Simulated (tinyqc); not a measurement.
# AlGaN/GaN HEMT with access regions, lumped model: what changes with what

A polarisation-induced electron sheet under a Schottky gate, in series with two ungated access regions and contacts. Drift law v = mu E/(1 + mu E/vs) under the gate. Currents in mA/mm, resistances in ohm mm. No self-heating, no channel-length modulation; fits for polarisation, barrier and offset are chosen for the exercise.

Parameters, values chosen for the exercise; values close to those of AlGaN/GaN structures: aluminium share of the barrier x = 0.19; barrier thickness d = 18 nm; relative permittivity of barrier and channel eps_r = 9; channel mobility mu = 1400 cm^2/(V s); saturation velocity vs = 1.5e7 cm/s; gate length Lg = 0.5 um; source access length Ls = 1.5 um; drain access length Ld = 8 um; resistance of each contact Rc = 0.52 ohm mm; share of the drain-access electrons removed by traps ft = 0.2; gate voltage Vg = -0.5 V; critical field Ec = 3.3 MV/cm; depth over which the depleted charge spreads te = 0.3 um; relative permittivity of that insulator ei = 7.

Constants: q = 1.602176634e-19 C, eps0 = 8.8541878128e-14 F/cm where lengths are in cm. Results are converted to the units shown.

Each table varies one quantity; the others keep the values above.

## Effect of the gate voltage

sigma = (5e13 x + 1.6e13 x^2) cm^-2, phiB = 0.84 + 1.3 x, dEc = 0.7 (1.71 x + x^2) in volts, Cb = eps0 eps_r/d, VT = phiB - dEc - q sigma/Cb, access density n0 = -Cb VT/q. Access resistance R(L, n) = L/(q mu n sqrt(1 - (I/(q n vs))^2)); Rs = Rc + R(Ls, n0), Rd = Rc + R(Ld, (1 - ft) n0). Vg' = Vg - I Rs, Vd' = Vd - I (Rs + Rd); with u = Vg' - VT, Vc = vs Lg/mu and w the smaller of Vd' and Vc [sqrt(1 + 2 u/Vc) - 1] (0 if negative), the channel gives (mu Cb/Lg)(u w - w^2/2)/(1 + w/Vc). I equals that channel current. Isat is I at Vd = 10 V, gm = dIsat/dVg, Ron the limit of Vd/I at small Vd.

The same in every row: VT (V) = -2.813; n0 (cm^-2) = 7.772e12.

Result of one run:
```
Vg (V)  Ron (ohm mm)  Isat (mA/mm)  gm (mS/mm)
-2.4           9.591         47.30       172.2
```

What becomes of these results when the gate voltage Vg is changed from -2.4 to 0.4 V, all else the same?

Result of the changed run:
```
Vg (V)  Ron (ohm mm)  Isat (mA/mm)  gm (mS/mm)
0.4            7.888         721.3       258.4
```

The whole series:
```
Vg (V)  Ron (ohm mm)  Isat (mA/mm)  gm (mS/mm)
-2.4           9.591         47.30       172.2
-1.8           8.433         169.5       225.2
-1.3           8.170         287.2       243.7
-0.7           8.018         437.3       254.9
-0.2           7.945         565.9       258.8
0.4            7.888         721.3       258.4
0.9            7.854         849.6       254.3
1.5            7.824         964.9       61.00
```

As Vg goes from -2.4 to 1.5 V, Ron falls from 9.59 to 7.82 ohm mm, Isat rises from 47.3 to 965 mA/mm and gm goes from 172 through a maximum of 259 (at Vg = -0.2 V among the rows listed) to 61.0 mS/mm. The ceiling Cb vs is 664 mS/mm. For Vg = -0.2 to 1.5 V the power passes 5 W/mm, where self-heating, left out here, lowers the current. At Vg = 1.5 V the gated channel is not yet saturated at 10 V, because the access regions take the voltage, and gm drops. For Vg = 0.9 to 1.5 V Vg comes within 0.2 V of phiB or passes it, so at low drain current, as for Ron, the Schottky gate would conduct.

## Effect of the share of the drain-access electrons removed by traps

Same model as above.

The same in every row: VT (V) = -2.813; n0 (cm^-2) = 7.772e12.

Result of one run:
```
ft   Ron (ohm mm)  Isat (mA/mm)  gm (mS/mm)
0.1         7.348         488.5       257.0
```

What becomes of these results when the share of the drain-access electrons removed by traps ft is changed from 0.1 to 0.2, all else the same?

Result of the changed run:
```
ft   Ron (ohm mm)  Isat (mA/mm)  gm (mS/mm)
0.2         7.985         488.5       257.0
```

The whole series:
```
ft   Ron (ohm mm)  Isat (mA/mm)  gm (mS/mm)
0           6.838         488.5       257.0
0.1         7.348         488.5       257.0
0.2         7.985         488.5       257.0
0.3         8.805         488.5       257.0
0.4         9.897         488.5       257.0
0.5         11.43         488.5       257.0
0.6         13.72         488.5       257.0
0.7         17.55         403.4       8.316
```

As ft goes from 0 to 0.7, Ron rises from 6.84 to 17.5 ohm mm, Isat falls from 488 to 403 mA/mm and gm falls from 257 to 8.32 mS/mm. The ceiling Cb vs is 664 mS/mm. At ft = 0.7 the gated channel is not yet saturated at 10 V, because the access regions take the voltage, and gm drops.

## Field plate: effect of the insulator under the field plate

Off state: a depleted stretch that holds the voltage V has the peak field sqrt(k V), k = 2 q n0/(eps0 eps_r te), so one edge holds V1 = Ec^2/k. The sheet under the plate pinches off at Vf = q n0 (1/Cb + tf/(eps0 ei)); beyond it the gate edge is screened. BV = V1 if Vf >= V1, else Vf + V1, and at most Ec Ld.

The same in every row: V1 (V) = 104.5; Ec Ld (V) = 2640.

Field plate: effect of the insulator under the field plate:
```
tf (nm)  Vf (V)  BV (V)
51        13.06   117.6
75        17.88   122.4
110       24.91   129.4
170       36.97   141.5
250       53.04   157.6
370       77.15   181.7
550       113.3   104.5
810       165.6   104.5
```

BV goes from 118 through a maximum of 182 (at tf = 370 nm among the rows listed) to 105 V. The plate helps (Vf < V1) in 6 of the 8 rows, and the access length caps BV in 0. The best thickness makes Vf just under V1, tf = 506 nm, where both edges reach Ec together and BV nears 2 V1.

Program tinyqc, `OMP_NUM_THREADS=1 python tinyqc.py 2570148 2570149 out.jsonl`; Intel Xeon 2.30GHz, shared host, one thread, about 0.02 s.
